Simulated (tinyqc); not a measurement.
Inside a calculation. Method: RKS/LDA (VWN5) in the sto-3g basis, for BeH+, spin multiplicity 1. One step of it, computed by the program tinyqc.

Question. Iteration 2: DIIS coefficients. Solve [B -1; -1 0][c; lambda] = [0; -1] for the coefficients, which sum to one.

B (overlaps of the stored error matrices):
```
                1               2
1   5.9861665e-01  -9.1256061e-03
2  -9.1256061e-03   2.6198532e-02
```

Give: DIIS coefficients.

Answer.

DIIS coefficients: 0.0549  0.9451
